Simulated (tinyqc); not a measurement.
Longitudinal sound in a periodic multilayer: transfer matrices, stop bands and folded phonons: one step, computed by the program tinyqc. Command: `OMP_NUM_THREADS=1 python tinyqc.py 3029349 3029350 out.jsonl multilayer walk`. One thread of a shared host (Intel(R) Xeon(R) Processor @ 2.30GHz), about 0.01 s of CPU time with the checks.

Layers 1 and 2 repeat with period d = d_1 + d_2; waves travel normal to the layers, without loss. State vector (u, s): displacement u and stress divided by omega. Impedances Z = rho v are in 1e6 kg/(m^2 s).

Problem. Transfer matrix of one period. A layer maps (u, s) by [[cos p, sin p/Z], [-Z sin p, cos p]], p = 2 pi f d_i/v_i; one period is M = M_2 M_1, and cos(q d) = trace(M)/2.

Inputs (values chosen for the exercise, modelled on silica (layer 1), hafnia (layer 2) and gallium arsenide (substrate)):

| quantity | value | unit |
|---|---|---|
| velocity v_1 | 5950 | m/s |
| thickness d_1 | 26.1 | nm |
| velocity v_2 | 5430 | m/s |
| thickness d_2 | 22.5 | nm |
| frequency f | 24.2 | GHz |

Z_2 = 52.9968

Z_1 = 13.328

Give: phase p_1; phase p_2; M; trace(M)/2.

Solution.

phase p_1 = 0.66699 rad

phase p_2 = 0.63005 rad

M:
```
         1         2
1  0.54317  0.046238
2  -31.195  -0.81449
```

trace(M)/2 = -0.13566

|trace/2| < 1: f lies in a pass band, with q d = 1.7069 rad (folded into 0 to pi).
